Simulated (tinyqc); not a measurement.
Inside a calculation. Model: MOSFET in the linear regime without short-channel effects, parameter extraction from computed curves.

Numbers from tinyqc (`OMP_NUM_THREADS=1 python tinyqc.py 2210114 2210115 out.jsonl`; about 0.01 s on one thread of a shared Intel Xeon 2.30GHz). Printed values are rounded.

Inversion charge Q = Cox n Vt W0(exp((Vg - VT)/(n Vt))), W0 the Lambert function and n = nf; u = Q/Cox; mobility mu = mu0/(1 + th1 u + th2 u^2); channel resistance Rch = (L - dL)/(W mu Q); Id = Vd/(Rch + Rsd/W). Cox = eps0 eox/tox. Small Vd, no channel-length or drain effects.

Parameters, values chosen for the exercise; channel values of the order met in silicon transistors:
```
symbol,value,unit,meaning
T,77,K,temperature
eox,3.9,,relative permittivity of the gate insulator (close to silicon dioxide)
tox,5.3,nm,insulator thickness
mu0,300,cm^2/(V s),low-field mobility
th1,0.53,1/V,first mobility attenuation factor
th2,0.15,1/V^2,second mobility attenuation factor
VT,0.68,V,threshold voltage
nf,1.39,,body factor
W,1,um,gate width
L,0.88,um,drawn gate length
dL,0.005,um,drawn less effective length
Rsd,170,ohm um,source plus drain resistance
Vd,0.02,V,drain voltage
```

Constants: q = 1.602176634e-19 C, kB = 1.380649e-23 J/K, Vt = kB T/q, eps0 = 8.8541878128e-14 F/cm where lengths are in cm. Results are converted to the units shown.

## Transfer curve

| point | Vg (V) |
|---|---|
| 0 | 0.52 |
| 1 | 0.6 |
| 2 | 0.68 |
| 3 | 0.76 |
| 4 | 0.84 |
| 5 | 0.92 |
| 6 | 1 |
| 7 | 1.08 |
| 8 | 1.16 |
| 9 | 1.24 |

u, mu, Rch and Id as defined.

| point | u (V) | mu (cm^2/(V s)) | Rch (ohm) | Id (uA) |
|---|---|---|---|---|
| 0 | 2.69696e-10 | 300.000 | 1.65988e13 | 1.20491e-9 |
| 1 | 1.57689e-6 | 300.000 | 2.83889e9 | 7.04502e-6 |
| 2 | 0.00523084 | 299.169 | 8.58188e5 | 0.0233003 |
| 3 | 0.0623710 | 290.236 | 74188.4 | 0.268968 |
| 4 | 0.135233 | 279.221 | 35566.3 | 0.559655 |
| 5 | 0.211125 | 268.197 | 23718.0 | 0.837241 |
| 6 | 0.288253 | 257.458 | 18096.3 | 1.09491 |
| 7 | 0.366049 | 247.096 | 14847.9 | 1.33174 |
| 8 | 0.444263 | 237.142 | 12747.4 | 1.54830 |
| 9 | 0.522762 | 227.608 | 11287.0 | 1.74566 |

## Threshold and mobility at the peak transconductance

gm_i = (Id_(i+1) - Id_(i-1))/(Vg_(i+1) - Vg_(i-1)); at the point j of largest gm the tangent meets the axis at V_ext = Vg_j - Id_j/gm_j; field-effect mobility gm_j L/(W Cox Vd) with the drawn L.

| point | gm (uS) |
|---|---|
| 1 | 0.145627 |
| 2 | 1.68100 |
| 3 | 3.35222 |
| 4 | 3.55171 |
| 5 | 3.34535 |
| 6 | 3.09063 |
| 7 | 2.83367 |
| 8 | 2.58697 |

j = 4
V_ext = 0.682426 V
field-effect mobility = 239.857 cm^2/(V s)

V_ext is 2.4 mV above the model VT, and the mobility so found is 21 % below mu0 L/(L - dL) = 302 cm^2/(V s), the value for the drawn L; attenuation, series resistance and the slow approach of Q to a straight line all lower the peak gm.

## The Y function

Y_i = Id_i/sqrt(gm_i). For Id = beta Vd x/(1 + th x), x = Vg - VT, Y = sqrt(beta Vd) x whatever th. Slope s from points 5 and 8; VT_Y = Vg - Y/s at point 8; beta = s^2/Vd; mobility beta L/(W Cox) with the drawn L; th* = (beta Vd x/Id - 1)/x at point 8.

| point | Y (uA^0.5 V^0.5) |
|---|---|
| 1 | 1.84613e-5 |
| 2 | 0.0179712 |
| 3 | 0.146904 |
| 4 | 0.296963 |
| 5 | 0.457751 |
| 6 | 0.622810 |
| 7 | 0.791125 |
| 8 | 0.962629 |

s = 2.10366 uA^0.5 V^-0.5
VT_Y = 0.702402 V
beta = 221.269 uA/V^2
mobility from Y = 298.858 cm^2/(V s)
th* = 0.672892 1/V

The mobility from Y is 0.95 % below mu0 L/(L - dL) = 302 cm^2/(V s), which it should reach in deep inversion when th2 = 0. th* compares with th1 + mu0 Cox Rsd/(L - dL) = 0.568 1/V, since series resistance enters like th1.
